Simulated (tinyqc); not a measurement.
Counting rate against photon rate.

True rate n = nph PDP (dark counts neglected); measured n/(1 + n td) for a non-paralysable detector, n exp(-n td) for a paralysable one.

Inputs (values chosen for the exercise): dead time td = 10 ns.

PDP = 0.351

Counting rate against photon rate:
```
nph (1/s)      n td  non-paralysable (1/s)  paralysable (1/s)
2.8e6      0.009828                9.732e5            9.732e5
6.6e6       0.02317                2.264e6            2.264e6
1.5e7       0.05265                5.002e6            4.995e6
3.5e7        0.1229                1.094e7            1.086e7
8.1e7        0.2843                2.214e7            2.140e7
1.9e8        0.6669                4.001e7            3.423e7
4.3e8         1.509                6.015e7            3.337e7
9.9e8         3.475                7.765e7            1.076e7
2.3e9         8.073                8.898e7            2.518e5
```

The non-paralysable rate climbs towards 1/td = 1.00e8 1/s and reaches 0.890 of it. The paralysable rate goes from 9.73e5 through a maximum of 3.42e7 (at nph = 1.9e8 1/s among the rows listed) to 2.52e5 1/s; its true maximum, 1/(e td) = 3.68e7 1/s, lies at n td = 1, so a measured rate below that has two possible causes.

tinyqc, about 0.01 s, one thread, Intel Xeon 2.30GHz (shared host): `OMP_NUM_THREADS=1 python tinyqc.py 2630015 2630016 out.jsonl`
